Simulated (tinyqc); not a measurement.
From results back to parameters: phonon-assisted absorption at an indirect gap. Two cases, with inputs chosen for the exercise.

Problem. A slab transmits Tr = (1 - R)^2 x/(1 - R^2 x^2) with x = exp(-alpha d) and R = ((nr - 1)/(nr + 1))^2.

Case 1.

Values chosen (out of a larger set: loosely those of SiGe at room temperature; Eg is not tied to T; not measured data): nr = 3.77 (refractive index); d = 2.6 micrometre (thickness).

Tr = 0.365984

Case 2.

Values chosen (out of a larger set: loosely those of Si at room temperature; Eg is not tied to T; not measured data): nr = 3.64 (refractive index); d = 2.7 micrometre (thickness).

Tr = 0.464209

Find: x; alpha.

Solution. Tr R^2 x^2 + (1 - R)^2 x - Tr = 0; take the positive root, then alpha = -ln(x)/d.

Case 1.

x = 0.7761
alpha = 975 1/cm

Case 2.

x = 0.9241
alpha = 292 1/cm

Computed by tinyqc, one run a case: `OMP_NUM_THREADS=1 python tinyqc.py N N+1 out.jsonl` with N = 1650907, 1650934; one thread of a shared Intel(R) Xeon(R) Processor @ 2.30GHz, about 0.01 s a run at most.
